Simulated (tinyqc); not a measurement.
Inputs raised by 2 %, one at a time: Keating valence-force model of a tetrahedral crystal. Computed by tinyqc, a small Python program. Command: `OMP_NUM_THREADS=1 python tinyqc.py 3010247 3010248 out.jsonl keating sens`. One thread of a shared host (Intel(R) Xeon(R) Processor @ 2.30GHz), about 0.08 s of CPU time with the checks.

Atom A sits at 0 and atom B at a/4 (1,1,1) of an fcc lattice; the four bonds from A are t = a/4 (1,1,1), a/4 (1,-1,-1), a/4 (-1,1,-1), a/4 (-1,-1,1), of length d = sqrt(3) a/4. Energy: E = (3 alpha/(8 d^2)) sum over bonds (r.r - d^2)^2 + (3 beta/(8 d^2)) sum over pairs of bonds at one atom (r_i.r_j + d^2/3)^2; both atoms have the mass M. The cell holds two atoms, Omega = a^3/4. 1 N/m = 1 J/m^2.

Inputs (values chosen for the exercise, for a model crystal):
```
quantity               value      unit
lattice constant a     6.586  angstrom
atomic mass M            127         u
bond stretching alpha    103       N/m
bond bending beta       28.3       N/m
mesh divisions n           6         -
temperature T             77         K
```

Structure: diamond.

Constants: nu for 1 eV/(angstrom^2 u) = 15.6333042 THz; 1 eV/angstrom^2 = 16.02176634 J/m^2; 1 THz = 33.35640952 1/cm; h x 1 THz = 4.135667696 meV; k_B = 8.617333262e-05 eV/K.

Method:
- C11 = (alpha + 3 beta)/a, C12 = (alpha - beta)/a, C44 = 4 alpha beta/(a (alpha + beta)); with the two sublattices clamped C44(0) = (alpha + beta)/a; internal-strain parameter zeta = (alpha - beta)/(alpha + beta); B = (C11 + 2 C12)/3.
- mu = M/2; lambda = 4 (alpha + beta)/mu with the springs in eV/angstrom^2; nu = 15.6333042 THz x sqrt(lambda).
- With displacements u exp(i q.r), each bracket changes by g.u, where g = (g_A, g_B): bond t, g = (-2 t, 2 t exp(i q.t)); pair (i, j) at A, g = (-(t_i + t_j), t_i exp(i q.t_j) + t_j exp(i q.t_i)); pair at B, g = (-t_i exp(-i q.t_j) - t_j exp(-i q.t_i), t_i + t_j). Then D_mn = sum over the 4 bonds and 12 pairs of (4 k/a^2) conj(g_m) g_n / sqrt(M_m M_n), with k = alpha or beta converted to eV/angstrom^2.
- An eigenvalue lambda of D in eV/(angstrom^2 u) gives nu = 15.6333042 THz x sqrt(lambda).
- Mesh: q = sum_i (m_i + 1/2)/n b_i, m_i = 0..n-1, with b = [[-1, 1, 1], [1, -1, 1], [1, 1, -1]] in 2 pi/a; sums over the six modes are averaged over the n^3 points and halved, per atom.
- With x = h nu/(k_B T) and n = 1/(exp(x) - 1) for each mode: F = k_B T [x/2 + ln(1 - exp(-x))], U = k_B T x (n + 1/2), S/k_B = x n - ln(1 - exp(-x)), C/k_B = x^2 n (n + 1).
- The acoustic share counts the three lowest modes at each q; zero-point energy = sum h nu/2.

Runs:
```
input moved                     from       to  C11 (GPa)  internal-strain parameter zeta  Raman frequency (THz)  zero-point energy (meV/atom)
base run                           -        -     285.30                         0.56893                 11.232                        47.453
lattice constant a (angstrom)  6.586  6.71772     279.71                         0.56893                 11.232                        47.453
atomic mass M (u)                127   129.54     285.30                         0.56893                 11.122                        46.986
bond stretching alpha (N/m)      103   105.06     288.43                         0.57558                 11.320                        47.769
bond bending beta (N/m)         28.3   28.866     287.88                         0.56219                 11.257                        47.610
temperature T (K)                 77    78.54     285.30                         0.56893                 11.232                        47.453
```

Exponents ln(y'/y) / ln(x'/x):
```
input                     C11  internal-strain parameter zeta  Raman frequency  zero-point energy
lattice constant a     -1.000                           0.000            0.000              0.000
atomic mass M           0.000                           0.000           -0.500             -0.500
bond stretching alpha   0.551                           0.588            0.393              0.335
bond bending beta       0.454                          -0.601            0.109              0.167
temperature T           0.000                           0.000            0.000              0.000
```

Among the inputs moved here: C11 answers most in size to lattice constant a (exponent -1.000), next to bond stretching alpha (+0.551); its exponent is below 0.0005 for atomic mass M, temperature T. Its exponent -1.000 in lattice constant a: at fixed alpha and beta every C scales as 1/a. Internal-strain parameter zeta answers most in size to bond bending beta (exponent -0.601), next to bond stretching alpha (+0.588); its exponent is below 0.0005 for lattice constant a, atomic mass M, temperature T. Raman frequency answers most in size to atomic mass M (exponent -0.500), next to bond stretching alpha (+0.393); its exponent is below 0.0005 for lattice constant a, temperature T. zero-point energy answers most in size to atomic mass M (exponent -0.500), next to bond stretching alpha (+0.335); its exponent is below 0.0005 for lattice constant a, temperature T.
